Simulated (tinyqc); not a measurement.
# Mobility and doping from two currents

Inverse problem. A trap-free film with injecting contacts is fitted, with diffusion neglected, by J = q mu N V/Lf + (9/8) eps0 eps_r mu V^2/Lf^3. Find mu, N and the voltage at which both terms are equal.

Parameters, values chosen for the exercise: relative permittivity eps_r = 11.9; film thickness Lf = 360 nm.

Constants: q = 1.602176634e-19 C, eps0 = 8.8541878128e-14 F/cm where lengths are in cm. Results are converted to the units shown.

J at 3.5 and 14 V (A/cm^2): [1191.1574, 10366.709]

Answer. J/V is a straight line in V: the slope gives mu and the intercept mu N.

mu = 1.500 cm^2/(V s)
N = 3.100e16 cm^-3
crossover voltage = 5.430 V

Computed by the program tinyqc: `OMP_NUM_THREADS=1 python tinyqc.py 2730151 2730152 out.jsonl`, one thread of a shared Intel Xeon 2.30GHz, about 2 s for the whole run.
